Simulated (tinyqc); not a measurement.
The width of the window: equation-of-state fits to an energy-volume table made by a known binding curve. Computed by tinyqc, a small Python program. Command: `OMP_NUM_THREADS=1 python tinyqc.py 3013606 3013607 out.jsonl eosfit walk`. One thread of a shared host (Intel(R) Xeon(R) Processor @ 2.30GHz), about 0.03 s of CPU time with the checks.

With x = (V/V_0)^(1/3), the energy per atom is E = D [m x^-n - n x^-m]/(n - m), so that B0 = D n m/(9 V_0) and B' = (n + m + 6)/3. B' = dB/dP at P = 0.

Inputs (values chosen for the exercise, for a model crystal):

| quantity | value | unit |
|---|---|---|
| cohesive energy D | 1.17 | eV/atom |
| true volume V_0 | 24.1 | angstrom^3/atom |
| repulsive exponent n | 7 | - |
| attractive exponent m | 3 | - |
| shift of the window centre s | -0.00037 | - |
| points N | 9 | - |
| compression V/V_0 for the pressure test | 0.8 | - |

Binding curve: Mie. Noise: none.

Constants: 1 eV/angstrom^3 = 160.2176634 GPa.

Method:
- B0 and B' from the formulas above; P = -dE/dV at V = c V_0 (c the compression chosen), from the curve itself.
- Table: V_j = V_0 [1 + s + w (2 j/(N - 1) - 1)], j = 0..N-1, rounded to 0.001; E_j from the curve, rounded to 1e-7 eV.
- Murnaghan: E = E0 + (B0 V/B') [(V0/V)^B'/(B' - 1) + 1] - B0 V0/(B' - 1), P = (B0/B') [(V0/V)^B' - 1].
- Birch-Murnaghan: E = E0 + (9 V0 B0/16) [y^3 B' + y^2 (2 - 4 y)], y = (V0/V)^(2/3) - 1; P = (3 B0/2) (x^7 - x^5) [1 + (3/4)(B' - 4)(x^2 - 1)], x = (V0/V)^(1/3).
- Vinet: E = E0 + (9 B0 V0/h^2) {1 + [h (1 - x) - 1] exp(h (1 - x))}, P = 3 B0 (1 - x) x^-2 exp(h (1 - x)), x = (V/V0)^(1/3), h = (3/2)(B' - 1).
- All are least-squares fits to the energies; for polynomials in V, B0 = V E'' and B' = -1 - V E'''/E'' at the minimum.
- The table is made anew for each w.

exact B0 = 18.1491 GPa

exact B' = 5.33333

Errors (%):

| w | B0, parabola | B0, cubic | B0, Murnaghan | B0, Birch-Murnaghan | B0, Vinet | B', Birch-Murnaghan |
|---|---|---|---|---|---|---|
| 0.03 | 0.613 | 0.304 | -0.055 | -0.001 | 0.016 | -0.009 |
| 0.05 | 1.290 | 0.858 | -0.142 | 0.006 | 0.054 | 0.011 |
| 0.08 | 2.950 | 2.224 | -0.358 | 0.018 | 0.141 | 0.029 |
| 0.12 | 6.431 | 5.122 | -0.786 | 0.041 | 0.318 | 0.065 |
| 0.16 | 11.477 | 9.407 | -1.354 | 0.074 | 0.566 | 0.117 |
| 0.22 | 22.411 | 19.000 | -2.397 | 0.141 | 1.069 | 0.222 |

What does the comparison show, and why?

The Birch-Murnaghan error of B0 is smallest among these at w = 0.03 (0.001 % in size); it is 0.001 % at the narrowest and 0.141 % at the widest. This error comes from the form and grows with w. At the widest window the errors of B0 are +22.4 % for the parabola and +19.0 % for the cubic in V.

Extremes, crossings and ranges named in words are read from the listed rows.
